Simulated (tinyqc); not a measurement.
One-sided p+-n junction, ionisation integral and breakdown: one step of the calculation.

A p+ layer at x < 0 and an n drift layer from x = 0. Depletion approximation, built-in voltage neglected. Local ionisation coefficients alpha_n = an exp(-(bn/E)^mx), alpha_p = ap exp(-(bp/E)^mx). Electrons move towards +x, holes towards x = 0.

Task. Field and ionisation coefficients on a grid. W = sqrt(2 eps0 eps_r V/(q N)), peak field E0 = q N W/(eps0 eps_r), falling linearly to 0 at W. Grid: 11 equal steps from 0 to fr W.

Inputs (values chosen for the exercise); material values close to those of gallium nitride:
- eps_r = 9.4 (relative permittivity)
- an = 2.81e8 1/cm (prefactor of the electron ionisation coefficient)
- bn = 3.58e7 V/cm (field constant for electrons)
- ap = 1.34e8 1/cm (prefactor of the hole ionisation coefficient)
- bp = 1.98e7 V/cm (field constant for holes)
- mx = 1 (exponent)
- N = 1.6e16 cm^-3 (donor density of the drift layer)
- V = 979 V (reverse voltage)
- fr = 0.4 (share of the depleted width that the grid covers)

Constants: q = 1.602176634e-19 C, eps0 = 8.8541878128e-14 F/cm where lengths are in cm. Results are converted to the units shown.

Wanted: W; x; E; alpha_n; alpha_p.

Result.

W = 7.9731 um

```
point  x (um)  E (kV/cm)  alpha_n (1/cm)  alpha_p (1/cm)
0      0.0000     2455.7          131.08           42219
1      0.2899     2366.4          75.618           31144
2      0.5799     2277.1          41.780           22432
3      0.8698     2187.8          21.993           15730
4      1.1597     2098.5          10.962           10703
5      1.4497     2009.2          5.1358          7036.8
6      1.7396     1919.9          2.2423          4449.6
7      2.0295     1830.6         0.90297          2690.5
8      2.3195     1741.3         0.33123          1545.1
9      2.6094     1652.0         0.10902          835.65
10     2.8993     1562.7        0.031603          421.30
11     3.1893     1473.4       0.0078841          195.48
```

Program tinyqc, `OMP_NUM_THREADS=1 python tinyqc.py 2120124 2120125 out.jsonl`; Intel Xeon 2.30GHz, shared host, one thread, about 0.07 s.
